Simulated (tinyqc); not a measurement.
# Frequency dispersion of an accumulation capacitance by border traps, distributed model, step by step

Computed by the program tinyqc: `OMP_NUM_THREADS=1 python tinyqc.py 2202176 2202177 out.jsonl`, one thread of a shared Intel Xeon 2.30GHz, about 0.5 s for the whole run. Printed values are rounded.

Traps spread evenly through the insulator exchange electrons with the semiconductor by tunnelling, with tau(x) = t0 exp(2 ka x) at depth x from the interface. The admittance per area Y seen at depth x obeys dY/dx = -Y^2/(i w eps0 eox) + q Nb ln(1 + i w tau)/tau, with Y(0) = i w Cs and w = 2 pi f; the gate sees Y(tox) = G + i w C. Working variable y = Y/(i w), in uF/cm^2. Cox = eps0 eox/tox.

Inputs (values chosen for the exercise); permittivity close to that of silicon dioxide: relative permittivity of the insulator eox = 4.05; insulator thickness tox = 6.7 nm; semiconductor capacitance in accumulation Cs = 0.51 uF/cm^2; density of border traps Nb = 5e19 cm^-3 eV^-1; decay constant of the wave function in the insulator ka = 4 1/nm; time constant of a trap at the interface t0 = 5e-9 s; frequency f = 1000 Hz; depth down to which the steps are taken xe = 1.9 nm.

Constants: q = 1.602176634e-19 C, eps0 = 8.8541878128e-14 F/cm where lengths are in cm. Results are converted to the units shown.

## Scales and lumped estimate

Cox; trap-free value 1/(1/Cox + 1/Cs); response depth d = ln(1/(w t0))/(2 ka), where w tau = 1; lumped estimate: all traps within d act as C_bt = q Nb d placed at d/2, so C = 1/{1/[1/(1/Cs + d/(2 eps0 eox)) + C_bt] + (tox - d/2)/(eps0 eox)}.

Cox = 0.535216 uF/cm^2
trap-free C = 0.261152 uF/cm^2
d = 1.29602 nm
C_bt = 1.03823 uF/cm^2
lumped C = 0.425159 uF/cm^2

The traps within reach amount to 2.04 Cs and lie in the first 19.3 % of the insulator.

## Midpoint steps through the active depth

In terms of y: dy/dx = -y^2/(eps0 eox) + s(x), s = q Nb ln(1 + z)/z, z = i w tau. 8 midpoint steps of h = xe/8: y_half = y + (h/2) y'(x, y), y(new) = y + h y'(x + h/2, y_half).

| point | x (nm) | s (uF/(cm^2 nm)) | y (uF/cm^2) |
|---|---|---|---|
| 0 | 0 | 0.801088-0.000013i | 0.51000+0.00000i |
| 1 | 0.2375 | 0.801088-0.000084i | 0.67669-0.00001i |
| 2 | 0.475 | 0.801088-0.000562i | 0.82903-0.00006i |
| 3 | 0.7125 | 0.801065-0.003761i | 0.96547-0.00039i |
| 4 | 0.95 | 0.800039-0.025095i | 1.08547-0.00259i |
| 5 | 1.18750 | 0.758471-0.154842i | 1.18779-0.01701i |
| 6 | 1.425 | 0.350700-0.311623i | 1.23233-0.07968i |
| 7 | 1.66250 | 0.064797-0.125245i | 1.17153-0.11403i |
| 8 | 1.9 | 0.009981-0.030858i | 1.09336-0.11122i |

## Capacitance and conductance at the gate

y at xe = 1.09336-0.11122i uF/cm^2

Beyond xe the traps are ignored, so 1/y(tox) = 1/y(xe) + (tox - xe)/(eps0 eox); C = Re y, G/w = -Im y, loss tangent G/(w C).

y at the gate = 0.444922-0.018259i uF/cm^2
C = 0.444922 uF/cm^2
G/w = 0.0182593 uF/cm^2
loss tangent = 0.0410393

A fine integration over the whole insulator gives C = 0.44592 and G/w = 0.01898 uF/cm^2; the coarse G/w is 3.8 % below that. The fine C is 71 % above the trap-free value, and the lumped estimate is 4.7 % below the fine result.
